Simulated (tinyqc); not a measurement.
Binary melting diagram from solution models of liquid and solid: one step, computed by the program tinyqc. Command: `OMP_NUM_THREADS=1 python tinyqc.py 3023233 3023234 out.jsonl melt walk`. One thread of a shared host (Intel(R) Xeon(R) Processor @ 2.30GHz), about 0.01 s of CPU time with the checks.

x is the fraction of B. In a phase with interaction L: mu_A = G_A + R T ln(1 - x) + L x^2, mu_B = G_B + R T ln x + L (1 - x)^2. Melting: G(liquid) - G(solid) = H (1 - T/T_m) for each pure component.

Question. Tie line by Newton steps. Equal potentials: F_A = dG_A + R T ln[(1 - xl)/(1 - xs)] + L_L xl^2 - L_S xs^2 = 0, F_B = dG_B + R T ln(xl/xs) + L_L (1 - xl)^2 - L_S (1 - xs)^2 = 0. Newton steps from the ideal values with the exact Jacobian, halved if x would leave (0, 1); stop below 1e-12, residuals under 1e-7 shown as 0.

Inputs (values chosen for the exercise, for a model alloy):
```
quantity                value    unit
melting point T_A        1375       K
melting point T_B         575       K
heat of melting H_A        37  kJ/mol
heat of melting H_B      4.54  kJ/mol
liquid interaction L_L   -2.9  kJ/mol
solid interaction L_S    -2.4  kJ/mol
```

Diagram: complete solid solution (lens).

T = 847 K

Constants: R = 8.314462618 J/(mol K).

Give: Iteration; liquidus xl; solidus xs.

Answer.

Iteration:
```
step      xl      xs  F_A (kJ/mol)  F_B (kJ/mol)
1     0.9612  0.7086    -1.475e+00     1.995e-01
2     0.9554  0.7223    -6.479e-02     1.517e-03
3     0.9550  0.7221    -3.151e-04    -9.945e-07
4     0.9550  0.7221             0             0
5     0.9550  0.7221             0             0
```

liquidus xl = 0.9550

solidus xs = 0.7221
